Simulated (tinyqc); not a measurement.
Inside a calculation: interband optics of a two-band s-p chain from momentum matrix elements. Values are carried at full precision from step to step, so a last printed digit may differ when a step is redone from the rounded ones.

H(k) = [[Es - 2 ts cos ka, 2i V sin ka], [-2i V sin ka, Ep_ + 2 tp cos ka]] in the basis s, p; the lower band is full, with two electrons a cell. The velocity operator times hbar is W = dH/dk (eV angstrom); intra-atomic dipoles are left out.

Constants: hbar^2/2m0 = 3.80998211 eV angstrom^2; e^2/(4 pi eps0) = 14.39964547 eV angstrom.

Values chosen for the exercise:
- a = 4.16 angstrom (period)
- Es = 3.55 eV (upper orbital (s))
- Ep_ = -3.11 eV (lower orbital (p))
- ts = 0.66 eV (s-s hopping)
- tp = 0.59 eV (p-p hopping)
- V = 1.12 eV (s-p hopping)
- k = 0.36 2 pi/a (wave vector)
- N = 12 (k points)
- Ar = 9 angstrom^2 (cross-section per chain)
- eta = 0.3 eV (Lorentzian half width)
- E = 4.14 eV (photon energy)

## Hamiltonian and velocity at one k

Form H and W = dH/dk.

H (eV):
```
          s        p
s    4.3914  1.7259i
p  -1.7259i  -3.8622
```

W (eV angstrom):
```
         s         p
s   4.2310  -5.9398i
p  5.9398i   -3.7823
```

## Matrix element between the bands

Diagonalise H, transform W, and form w = |W_cv|^2, the Kane-type energy w/c and the oscillator strength f = w/(c D), c = hbar^2/2m0, D = Ec - Ev.

Ev, Ec (eV): -4.2085  4.7378

weights:
```
        v       c
s  0.0387  0.9613
p  0.9613  0.0387
```

slopes dEv/dk, dEc/dk (eV angstrom): -1.180  1.629

w = 49.361 eV^2 angstrom^2
w/c = 12.956 eV
f = 1.448

## Transitions on the mesh

At each k_j = (j + 1/2)/N (2 pi/a) up to the zone edge give D = Ec - Ev, w = |<c|W|v>|^2 and f = w/(c D), c = hbar^2/2m0; the other half of the zone repeats the values.

Transitions:
```
k (2 pi/a)  D (eV)  w (eV^2 angstrom^2)      f
0.0417      4.4007               69.359  4.137
0.1250      5.8283               12.477  0.562
0.2083      7.4082                0.953  0.034
0.2917      8.4923               21.480  0.664
0.3750      9.0035               55.674  1.623
0.4583      9.1486               82.790  2.375
```

D runs from 4.401 to 9.149 eV on the mesh; f is largest at k = 0.0417.

## Dielectric function from the table

With w(k) = |<c|W|v>|^2 and D(k) = Ec - Ev, on the mesh k_j = (j + 1/2)/N (2 pi/a): eps(E) = 1 + (8 pi e2/(a Ar)) mean_j (w/D^2) [1/(D - E - i eta) + 1/(D + E + i eta)], e2 = e^2/(4 pi eps0); light polarised along the chains, no local fields.

Take the mean over the rows. Also eps(0) at eta = 0, and the effective electrons per cell n_eff = 2 mean(f).

eps(E) = 12.502+11.029i
eps(0) = 4.540
n_eff = 3.131

On a mesh of 2000 points the values are 9.161+12.903i, 4.576 and 3.137. n_eff need not equal the 2 electrons of the cell: a two-orbital basis with chosen hoppings does not obey the sum rule of free electrons. E lies within, or within 2 eta of, the range of transitions of the band (4.16 to 9.16 eV); their spacing on this mesh (up to 1.58 eV) exceeds eta, so eps(E) depends on where the few mesh points fall.

## Checks

- Curvature of the lower band against <v|d2H/dk2|v> - 2 w/D (eV angstrom^2): both 12.44.
- Zone mean of 2 w/D against the zone mean of <v|d2H/dk2|v>, the f-sum rule of a full band (eV angstrom^2): both 11.953.

Run: tinyqc, `OMP_NUM_THREADS=1 python tinyqc.py 1652502 1652503 out.jsonl`; Intel(R) Xeon(R) Processor @ 2.30GHz, one thread, shared host; about 0.01 s of CPU time with all checks.
